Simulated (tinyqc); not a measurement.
# Decay of LO phonons and the hot-phonon bottleneck in the cooling of electrons, step by step

A worked calculation. Computed by tinyqc, a small Python program that keeps every step. Command: `OMP_NUM_THREADS=1 python tinyqc.py 3017405 3017406 out.jsonl hotphonon walk`. One thread of a shared host (Intel(R) Xeon(R) Processor @ 2.30GHz), about 0.01 s of CPU time with the checks. Intermediate numbers are printed to about 6 digits and carried at full precision; extremes and crossings named in words are read from the listed rows.

n(E, T) = 1/(exp(E/(k_B T)) - 1) is the Bose occupation. Electrons have a temperature T_e; the LO modes within their reach share one occupation N; the decay products stay at the lattice temperature.

Inputs (values chosen for the exercise, modelled on silicon carbide):
```
quantity                                             value    unit
LO energy hbar omega                                   119     meV
lifetime at T = 0, tau_0                               5.1      ps
lattice temperature T                                   77       K
electron mass m*                                     0.336     m_0
eps_inf                                               6.41       -
static dielectric constant eps_s                      9.89       -
electron density n                                 1.5e+19  1/cm^3
density of LO modes that the electrons reach, N_m  7.9e+19  1/cm^3
power supplied per electron P                         0.58      nW
step factor                                            0.6       -
```

Decay channel: two equal phonons (Klemens).

Constants: k_B = 8.617333262e-05 eV/K; c = 299792458 m/s; e^2/(4 pi eps_0) = 14.39964548 eV angstrom; hbar^2/(2 m_0) = 3.80998212 eV angstrom^2; hbar = 6.582119569e-16 eV s; e = 1.602176634e-19 C; k_B = 1.380649e-23 J/K.

## Lifetime and Raman width

Decay rate 1/tau = (1/tau_0) [1 + 2 n(hbar omega/2)]. Full width Gamma = 1/(2 pi c tau) in 1/cm, c in cm/s.

thermal factor tau_0/tau = 1.00026

phonon lifetime tau = 5.09870 ps

Raman width Gamma = 1.04121 1/cm

equilibrium LO occupation N_0 = 1.62649e-08

Spontaneous decay rules: the products are hardly occupied.

## Spontaneous emission time

Froehlich coupling alpha = (e^2/(4 pi eps_0)) (1/eps_inf - 1/eps_s) k_0/(2 hbar omega), k_0 = sqrt(m* hbar omega/(hbar^2/(2 m_0))); emission time tau_sp = hbar/(2 alpha hbar omega); bottleneck ratio r = (n/N_m) tau/tau_sp.

alpha = 0.340237

emission time tau_sp = 8.12844 fs

bottleneck ratio r = 119.101

r compares the rate at which electrons exchange quanta with a mode to its decay rate. Exchange outruns decay, so a hot population builds up if the power is high enough.

## Electron and phonon temperatures in closed form

Net emission per electron: [(N + 1) x - N]/tau_sp with x = exp(-hbar omega/(k_B T_e)), a simple two-level balance; steady state of the modes: n [(N + 1) x - N]/tau_sp = N_m (N - N_0)/tau; power per electron P = hbar omega [(N + 1) x - N]/tau_sp. With p = P tau_sp/(hbar omega): N = N_0 + r p and x = (p + N)/(N + 1); without hot phonons N = N_0. The mode temperature T_LO solves n(hbar omega, T_LO) = N.

reduced power p = 2.47274e-04

LO occupation N = 0.0294506

electron temperature T_e = 389.468 K

T_e without hot phonons = 166.279 K

mode temperature T_LO = 388.552 K

Hot phonons raise T_e by 223 K. T_LO lies close to T_e: electrons and LO modes form one hot system, cooled only by the decay.

## The same balance by iteration

Eliminating N gives P(T_e) = (hbar omega/tau_sp) [(N_0 + 1) x - N_0]/[1 + r (1 - x)]. Newton steps on ln P against ln T_e, times the step factor, each limited to 0.7 in ln T_e and to keeping a fifth of T_e - T; start at 1.5 T; stop when |ln(P/P(T_e))| < 1e-9 or after 40 steps.

Iterations:
```
step  T_e (K)  P(T_e) (nW)  ln(P/P(T_e))
0     115.500  1.25056e-04   8.44202e+00
1     176.239  7.72512e-03   4.31855e+00
2     245.277  7.03265e-02   2.10988e+00
3     306.873  2.19370e-01   9.72268e-01
4     348.850  3.80041e-01   4.22750e-01
5     371.484  4.86260e-01   1.76285e-01
6     381.944  5.39798e-01   7.18331e-02
7     386.401  5.63446e-01   2.89575e-02
8     388.232  5.73300e-01   1.16198e-02
...       ...          ...           ...
18    389.468  5.79999e-01   1.22102e-06
19    389.468  5.80000e-01   4.88410e-07
20    389.468  5.80000e-01   1.95364e-07
21    389.468  5.80000e-01   7.81456e-08
22    389.468  5.80000e-01   3.12582e-08
23    389.468  5.80000e-01   1.25033e-08
24    389.468  5.80000e-01   5.00132e-09
25    389.468  5.80000e-01   2.00053e-09
26    389.468  5.80000e-01   8.00211e-10
```

converged (1 yes, 0 no) = 1

T_e from the iteration = 389.468 K

Converged at step 26.

## Energy relaxation with and without hot phonons

P(T_e) = (hbar omega/tau_sp) [(N_0 + 1) x - N_0]/[1 + r (1 - x)], and r = 0 without hot phonons; energy relaxation time tau_E = (3/2) k_B (T_e - T)/P.

Cooling:
```
T_e (K)  P, cold phonons (nW)  P, hot phonons (nW)    ratio  tau_E (ps)            N
107                0.00578641          4.81795e-05  120.101     12895.3  2.46267e-06
157                  0.355013           0.00295639  120.083     560.406  1.50133e-04
227                   5.34870            0.0446359  119.830     69.5955   0.00226649
377                   60.1789             0.514150  117.046     12.0839    0.0261069
577                   214.215              1.96125  109.224     5.27974    0.0995860
877                   485.739              5.08964  95.4369     3.25520     0.258436
1380                  862.304              11.2991  76.3161     2.38822     0.573734
2080                  1207.58              20.5427  58.7840     2.01929      1.04310
```

Reabsorption cuts the loss by a factor 120 at the lowest T_e and 58.8 at the highest; the factor is 1 + r (1 - x) with r = 119. tau_E runs from 13000 to 2.0 ps, with its shortest value, 2.0 ps, at T_e = 2080 K, against tau_sp = 8.1 fs and a phonon lifetime of 5.1 ps. For r (1 - x) much above 1 the loss tends to hbar omega (N_m/n)(n(hbar omega, T_e) - N_0)/tau, in which tau_sp no longer appears. In the coldest rows the electrons are degenerate, so (3/2) k_B (T_e - T) overstates their excess energy. Pauli blocking is left out, as are upper valleys and non-parabolic bands, which can matter above about 1000 K.

Checks made by the program: iteration against the closed form (relative difference 2e-10).
